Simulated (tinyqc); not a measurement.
On-chip power grid, static voltage drop by conjugate gradients: one step of the calculation.

A grid of 3 rows and 3 columns, node k = 3 row + column. Neighbours in a row are joined by Rx, in a column by Ry; pad nodes, which reach the supply through Rp: 0. Each node draws I0, node 2 draws kh I0. The drops u = Vdd - V solve G u = i, with G the conductance matrix (1/Rp added on the diagonal at pad nodes).

Task. Conjugate-gradient step. q = G p; with z = r/G_kk: a = (r.z)/(p.q); u(new) = u + a p; r(new) = r - a q; b = (r.z)(new)/(r.z); p(new) = z(new) + b p.

Inputs (values chosen for the exercise):
- Rx = 0.12 ohm (resistance of a horizontal segment)
- Ry = 1.1 ohm (resistance of a vertical segment)
- Rp = 0.1 ohm (resistance from a pad node to the supply)

u after iteration 1 (mV):
```
           col 0      col 1      col 2
row 0  2.4663697  2.7002496  5.1349009
row 1  4.6750590  2.5674504  4.6750590
row 2  5.1349009  2.7002496  5.1349009
```

r after iteration 1 (mA):
```
            col 0      col 1       col 2
row 0  -12.506799  26.419035  -12.506799
row 1  -10.953266  43.568263   -8.527329
row 2  -12.506799  48.656795  -12.506799
```

p after iteration 1 (mV):
```
           col 0      col 1      col 2
row 0  2.3842532  4.8250919  4.9639369
row 1  4.6724398  5.5155373  4.9114128
row 2  4.9639369  6.0903437  4.9639369
```

Wanted: q; a; u after iteration 2; r after iteration 2; b; p after iteration 2.

Result.

q (mA):
```
        col 0   col 1   col 2
row 0   1.422  18.556   1.205
row 1  -5.211  12.165  -5.130
row 2  -9.122  19.296  -9.339
```

a = 2.4939

u after iteration 2 (mV):
```
        col 0   col 1   col 2
row 0   8.412  14.734  17.514
row 1  16.328  16.323  16.924
row 2  17.514  17.889  17.514
```

r after iteration 2 (mA):
```
         col 0    col 1    col 2
row 0  -16.053  -19.857  -15.511
row 1    2.042   13.229    4.266
row 2   10.242    0.535   10.784
```

b = 0.27459

p after iteration 2 (mV):
```
         col 0   col 1    col 2
row 0  -0.1796  0.1952  -0.3152
row 1   1.4841  2.2302   1.7689
row 2   2.4712  1.7028   2.5298
```

Program tinyqc, `OMP_NUM_THREADS=1 python tinyqc.py 2770189 2770190 out.jsonl`; Intel Xeon 2.30GHz, shared host, one thread, about 0.3 s.
